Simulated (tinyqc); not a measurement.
Comparisons within one model: averaged masses of warped heavy- and light-hole bands. A value that a table varies takes the place of the one given here.

Four-band hole energies E = c k^2 f(u), c = hbar^2/2m0, f = g1 -/+ 2 sqrt(g2^2 + 3 (g3^2 - g2^2) s), s = ux^2 uy^2 + uy^2 uz^2 + uz^2 ux^2 for the unit vector u; minus for heavy, plus for light holes; the mass along u is 1/f.

Grid: n x n midpoints in cos(theta) from 0 to 1 and phi from 0 to pi/2, equal weights. m_d = <f^(-3/2)>^(2/3). Conductivity mass for one scattering time: 1/m_c = <|w|^2 f^(-5/2)>/<f^(-3/2)> with w = grad_k(k^2 f)/(2 k), that is |w|^2 = f^2 + |angular gradient of f|^2/4.

Inputs chosen for the exercise (out of a larger set: near those of GaSb; not measured data):
- g1 = 13.25 (Luttinger gamma1)
- g2 = 4.74 (gamma2)
- g3 = 5.98 (gamma3)

## Ways to average over directions

Heavy and light m_d on grids of growing n, against n = 160; also the three-direction rule <F> = (10 F[100] + 16 F[110] + 9 F[111])/35 and the spherical masses 1/(g1 (1 -/+ mu)), mu = (6 g3 + 4 g2)/(5 g1).

Masses (m0):
```
method,heavy,light,error heavy (%),error light (%)
grid n = 1,0.7548,0.0397,53.23,-3.70
grid n = 2,0.4989,0.0410,1.28,-0.68
grid n = 3,0.4979,0.0411,1.07,-0.32
grid n = 5,0.4941,0.0412,0.30,-0.13
grid n = 10,0.4930,0.0412,0.07,-0.03
grid n = 160,0.4926,0.0412,0.00,0.00
three directions,0.5382,0.0413,9.26,0.23
spherical,0.4382,0.0413,-11.04,0.11
[100] alone,0.2653,0.0440,-46.15,6.66
```

The heavy mass is within 1 % from grid n = 5 on. Three directions err by +9.26 %, the spherical form by -11.04 % and [100] alone by -46.2 %; for light holes the same three err by +0.23, +0.11 and +6.7 %. The power -3/2 weights the heavy directions near [111], which a mean of f misses.

## Cyclotron masses against the field direction

For the central orbit m_cyc is the mean of 1/f(u) over the directions u normal to B (360 points on the circle). B lies in the (1-10) plane at the angle from [001]; 54.7 degrees is [111], 90 is [110].

Masses (m0):
```
angle (degrees),heavy,light
0.0,0.3807,0.0422
15.0,0.4070,0.0419
30.0,0.4768,0.0412
45.0,0.5315,0.0407
54.7,0.5378,0.0406
70.0,0.5361,0.0408
90.0,0.5376,0.0410
```

The heavy mass is smallest at 0 and largest at 54.7 degrees of the angles listed, a spread of 41 %; the light mass varies by 4.0 %. The orbit normal to [001] has s between 0 and 1/4, the orbit normal to [111] has s = 1/4 all round, which gives 1/(g1 - sqrt(g2^2 + 3 g3^2)) = 0.5378. This is the classical limit; low Landau levels of holes depart from it.

## Several materials

The inputs are values chosen for the exercise; n = 40; delta = (g3 - g2)/g1.

Results:
```
case,g1,g2,g3,m_d heavy,m_c heavy,m_d light,delta
A near Si,4.27,0.34,1.45,0.524,0.416,0.1553,0.260
B near GaSb,13.41,4.73,5.98,0.453,0.342,0.0410,0.093
C near AlAs,3.75,0.82,1.43,0.803,0.652,0.1624,0.163
D near InP,5.09,1.60,2.10,0.828,0.700,0.1123,0.098
E near Ge,13.47,4.24,5.65,0.328,0.268,0.0422,0.105
F near GaAs,7.03,2.06,2.93,0.590,0.467,0.0818,0.124
```

Heavy masses span a factor of 2.5 and light ones 4.0: the coupling to the conduction band adds to g1, 2 g2 and 2 g3 alike, so it cancels for heavy holes and doubles for light ones. The ratio m_c/m_d of the heavy holes is lowest for B (0.76); delta is largest for A; the heavy band feels the warping rather through (g3 - g2)/(g1 - 2 g3), which runs from 0.56 to 0.86 here and is 0.86 for the case with the lowest ratio.

## What each parameter does

n = 40. Each row changes one parameter from the base and keeps the others.

Results:
```
case,m_d heavy (m0),m_c heavy (m0),m_d light (m0),m_c light (m0)
base,0.4926,0.3593,0.0412,0.0411
g1 = 13.648,0.4070,0.3221,0.0406,0.0404
g2 = 4.598,0.4773,0.3358,0.0414,0.0412
g3 = 6.159,0.5843,0.3590,0.0409,0.0407
```

The largest shifts from the base row, up to three for each result and ties (the steps differ in size, so this ranks the rows, not the parameters). m_d heavy (m0): g3 +0.0917, g1 -0.0857, g2 -0.0153. m_c heavy (m0): g1 -0.0373, g2 -0.0236, g3 -0.0003. m_d light (m0): g1 -0.0007, g3 -0.0004, g2 +0.0002. m_c light (m0): g1 -0.0007, g3 -0.0004, g2 +0.0001.

Run: tinyqc, `OMP_NUM_THREADS=1 python tinyqc.py 1050123 1050124 out.jsonl`; Intel(R) Xeon(R) Processor @ 2.30GHz, one thread, shared host; about 0.02 s of CPU time with all checks.
